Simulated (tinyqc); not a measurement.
Millisecond and nanosecond annealing: surface heating, thermal budget and solid-phase regrowth: one step, computed by the program tinyqc. Command: `OMP_NUM_THREADS=1 python tinyqc.py 3016579 3016580 out.jsonl flash walk`. One thread of a shared host (Intel(R) Xeon(R) Processor @ 2.30GHz), about 0.02 s of CPU time with the checks.

A square pulse heats the surface of a thick wafer with constant thermal properties; losses by radiation are neglected and silicon melts at 1414 C.

Problem. Temperature in depth and time. Absorbed flux q = (1 - R) fluence/t_p; kappa = k/c. With f(z, t) = (2 q/k) sqrt(kappa t) ierfc(z/(2 sqrt(kappa t))), ierfc(x) = exp(-x^2)/sqrt(pi) - x erfc(x): T = T0 + f(z, t) during the pulse and T0 + f(z, t) - f(z, t - t_p) after it.

Inputs (values chosen for the exercise, modelled on hot silicon with phosphorus): incident fluence = 20 J/cm^2; pulse length t_p = 0.00048 s; reflectance R = 0.4; thermal conductivity k = 0.29 W/(cm K); heat capacity per volume c = 2.28 J/(cm^3 K); preheat temperature T0 = 400 C.

Source: scanned laser.

thermal length sqrt(kappa t_p) = 78.13618 um

Give: Temperature (C).

Solution.

Temperature (C):
```
t/t_p  surface  z = 0.5 thermal lengths  z = 1  z = 2
0.10       640                    439.9  402.7  400.0
0.25       780                    534.5  433.9  400.7
0.50       937                    666.5  512.2  411.4
0.75      1058                    775.5  592.6  435.5
1.00      1160                    870.3  669.0  467.7
1.10       957                    865.3  695.5  482.0
1.50       793                    766.1  696.0  532.1
2.00       715                    701.2  664.0  556.8
4.00       604                    600.0  589.5  552.6
10.00      523                    522.5  520.1  511.0
```

One tenth of a pulse length after the end the surface has lost 203 C: cooling starts as sqrt(t - t_p), much faster than heating ends.
